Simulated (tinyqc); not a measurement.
What each parameter does: Gamma, L and X subbands of a thin body with non-parabolic valleys.

Hard walls, flat band, c = hbar^2/2m0, energies from the bulk Gamma edge. For a valley at angle theta to the normal 1/m_z = cos^2/ml + sin^2/mt and m_d = sqrt(ml mt^2/m_z). Subband n starts at E_v + e with e (1 + a e) = c (n pi/t)^2/m_z, and its density-of-states mass is taken as m_d (1 + 2 a e), without further growth at higher in-plane energy. Groups are named by valley and degeneracy.

n_i = g m/(2 pi c) kB T ln(1 + exp((EF - E_i)/kB T)), sum n_i = Ns (1e12/cm^2 = 1e-4/angstrom^2), c = hbar^2/2m0. Quantum capacitance Cq = 1602.176634 sum g m/(2 pi c) f_i in microfarad/cm^2 with f_i = 1/(1 + exp((E_i - EF)/kB T)); Cox = 34.5313/eot (one gate); C/Cox = Cq/(Cq + Cox), the centroid term left out.

Constants: hbar^2/2m0 = 3.80998211 eV angstrom^2; kB = 8.617333262e-05 eV/K.

Values chosen for the exercise (near those of a thin InAs channel; shifted at random, so the results belong to these values and not to a real crystal): face = 100 (surface); mG = 0.0263 m0 (Gamma mass); aG = 2.28 1/eV (Gamma non-parabolicity); EL = 0.735 eV (L edge above Gamma); mL = (0.658, 0.049) m0 (L valleys (four, along <111>): ml, mt); EX = 1 eV (X edge above Gamma); mX = (1.133, 0.163) m0 (X valleys (three, along <100>): ml, mt); aS = 0.53 1/eV (non-parabolicity of L and X); Ns = 6.9 x 1e12/cm^2 (sheet density); T = 300 K (temperature); eot = 12 angstrom (equivalent oxide thickness); t = 70 angstrom (body thickness).

n = 1 to 8 of all groups.

One parameter was then changed.

Results before and after:
```
case     lowest edge (eV)  EF (eV)  Gamma share (%)  C/Cox
base                0.200    0.510            100.0  0.649
changed             0.200    0.587            100.0  0.754
```

Which of these changes was made? (a) EL = 0.685 eV; (b) aG = 1.6 1/eV; (c) Ns = 10.4 x 1e12/cm^2; (d) mG = 0.0302 m0; (e) eot = 10 angstrom; (f) t = 64 angstrom; (g) T = 250 K.

Answer: (c) Ns = 10.4 x 1e12/cm^2. Of the candidates, run in turn, only this one gives the changed row.

All candidates:
```
case                   lowest edge (eV)  EF (eV)  Gamma share (%)  C/Cox
base                              0.200    0.510            100.0  0.649
t = 64 angstrom                   0.229    0.532            100.0  0.591
mG = 0.0302 m0                    0.180    0.463            100.0  0.665
aG = 1.6 1/eV                     0.217    0.573            100.0  0.606
EL = 0.685 eV                     0.200    0.510            100.0  0.649
Ns = 10.4 x 1e12/cm^2             0.200    0.587            100.0  0.754
eot = 10 angstrom                 0.200    0.510            100.0  0.607
T = 250 K                         0.200    0.513            100.0  0.649
```

(tinyqc, `OMP_NUM_THREADS=1 python tinyqc.py 1281775 1281776 out.jsonl`, Intel(R) Xeon(R) Processor @ 2.30GHz, 1 thread, shared host, about 0.04 s.)
